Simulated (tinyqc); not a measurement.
Hole mobility in a silicon inversion layer, empirical terms and Matthiessen rule: one step of the calculation.

Inversion layer of sheet density Ns on a uniformly doped body. The mobility terms are empirical power laws with prefactors chosen for the exercise; adding their inverses (Matthiessen) is itself an approximation.

Problem. Inversion density for the measured current. I = (W/L) q Ns mu Vd. E = q (Ndep + eta Ns)/(eps0 eps_r) in MV/cm. With t = T/(300 K): muC = Ac (Ns/1e12 cm^-2) t/(Nb/1e17 cm^-3 + Nit/1e11 cm^-2), muP = Ap E^(-1/3) t^(-1.75), muS = As E^(-gs); 1/mu is the sum of the inverses. Ns(new) = I/((W/L) q mu Vd).

Inputs (values chosen for the exercise); material values close to those of silicon: temperature T = 273 K; relative permittivity of the semiconductor eps_r = 11.8; body doping Nb = 6.1e17 cm^-3; weight of the inversion charge in the effective field eta = 0.3333; phonon-limited mobility at 1 MV/cm and 300 K Ap = 135 cm^2/(V s); roughness-limited mobility at 1 MV/cm As = 584 cm^2/(V s); exponent of the roughness term gs = 1; Coulomb prefactor Ac = 2100 cm^2/(V s); charge at the interface Nit = 9.6e10 cm^-2; ratio W/L WL = 1; drain voltage Vd = 0.05 V; measured linear current I = 2.5 uA.

Constants: q = 1.602176634e-19 C, eps0 = 8.8541878128e-14 F/cm where lengths are in cm. Results are converted to the units shown.

Ns at the start = 3.9e12 cm^-2
Ndep = 3.9265090e12 cm^-2

Give: E; mu; Ns after iteration 1.

Solution.

E = 0.8015 MV/cm
mu = 122.6 cm^2/(V s)
Ns after iteration 1 = 2.544e12 cm^-2

Program tinyqc, `OMP_NUM_THREADS=1 python tinyqc.py 2510153 2510154 out.jsonl`; Intel Xeon 2.30GHz, shared host, one thread, about 0.01 s.
